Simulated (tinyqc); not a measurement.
# Binary melting diagram from solution models of liquid and solid, step by step

A worked calculation. Computed by tinyqc, a small Python program that keeps every step. Command: `OMP_NUM_THREADS=1 python tinyqc.py 3025089 3025090 out.jsonl melt walk`. One thread of a shared host (Intel(R) Xeon(R) Processor @ 2.30GHz), about 0.01 s of CPU time with the checks. Intermediate numbers are printed to about 7 digits and carried at full precision; extremes and crossings named in words are read from the listed rows.

x is the fraction of B. In a phase with interaction L: mu_A = G_A + R T ln(1 - x) + L x^2, mu_B = G_B + R T ln x + L (1 - x)^2. Melting: G(liquid) - G(solid) = H (1 - T/T_m) for each pure component.

Inputs (values chosen for the exercise, for a model alloy):
```
quantity                value    unit
melting point T_A        1815       K
melting point T_B        1195       K
heat of melting H_A      18.9  kJ/mol
heat of melting H_B        14  kJ/mol
liquid interaction L_L    -18  kJ/mol
overall fraction x0      0.16       -
```

Diagram: eutectic with pure solids.

Constants: R = 8.314462618 J/(mol K).

## The two liquidus branches

Liquid against pure solid A: T = (H_A + L_L x^2)/(H_A/T_A - R ln(1 - x)); against pure solid B: T = (H_B + L_L (1 - x)^2)/(H_B/T_B - R ln x). The higher branch is the stable one; a dash marks a branch without a positive root.

Liquidus temperatures (K):
```
x     branch A  branch B  first solid
0.05  1739.439         -            A
0.15  1572.105    36.196            A
0.30  1291.597   238.425            A
0.45   991.620   466.095            A
0.60   688.787   696.623            B
0.75   399.963   912.641            B
0.90   146.153  1097.566            B
0.97    49.631  1168.361            B
```

## Eutectic point by bisection

Halve the interval 0.001 to 0.999 for the crossing, 44 times.

Bisection, first 12 steps:
```
step          x  branch A (K)  branch B (K)
1     0.5000000      890.1874      543.5209
2     0.7495000      400.8819      911.9637
3     0.6247500      639.6883      733.7071
4     0.5623750      764.1193      639.5132
5     0.5935625      701.6227      686.9095
6     0.6091562      670.5754      710.3924
7     0.6013594      686.0803      698.6708
8     0.5974609      693.8469      692.7950
9     0.5994102      689.9624      695.7341
10    0.5984355      691.9044      694.2649
11    0.5979482      692.8756      693.5300
12    0.5977046      693.3612      693.1625
```

eutectic composition x_E = 0.5977613

eutectic temperature T_E = 693.2481 K

T_E lies 502 K below the lower melting point, and x_E lies on the side of B, the lower-melting component.

## Freezing of the alloy x0

Primary solid forms at the higher branch; just above T_E its mole fraction is (x_E - x0)/x_E for A or (x0 - x_E)/(1 - x_E) for B, and the rest freezes as eutectic, with B making up x_E of it.

liquidus temperature = 1554.361 K

fraction of primary solid = 0.7323346

freezing range = 861.1133 K

The primary solid is A.

## Effect of the liquid interaction

The crossing is found anew for each L_L.

Eutectic point:
```
L_L (kJ/mol)        x_E   T_E (K)
-17.0         0.6006169  707.5504
-11.0         0.6213185  792.6406
-5.6          0.6472926  867.6899
-2.8          0.6647997  905.7163
0.0           0.6860418  942.8555
2.0           0.7039827  968.6606
4.0           0.7245486  993.6809
```

T_E rises from 708 to 994 K, 13.6 K per kJ/mol on average: attraction in the liquid stabilises it and deepens the eutectic. As attraction grows x_E moves from 0.725 to 0.601, towards 1/2, where mixing gains most.

Checks made by the program: equal chemical potentials at the eutectic (relative difference below 1e-10).
